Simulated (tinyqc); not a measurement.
# Permittivity and interface capacitance from two thicknesses

Question. 1/C = t/(eps0 ek) + 2/ci for planar capacitors that differ only in thickness. Find ek, ci and the EOT of the interfaces, 2 x 3.9 eps0/ci.

Constants: eps0 = 8.8541878128e-14 F/cm where lengths are in cm. Results are converted to the units shown.

C at t = 2.7 and 8.1 nm (uF/cm^2): [26.755193, 9.2483183]

Solution. 1/C is a straight line in t: the slope gives ek and the intercept 2/ci. A single thickness would give only the effective permittivity; when the interfaces are a small part of 1/C, ci needs very accurate data.

ek = 86.20
ci = 1000 uF/cm^2
EOT of the interfaces = 0.006906 nm

Numbers from tinyqc (`OMP_NUM_THREADS=1 python tinyqc.py 2102088 2102089 out.jsonl`; about 0.01 s on one thread of a shared Intel Xeon 2.30GHz).
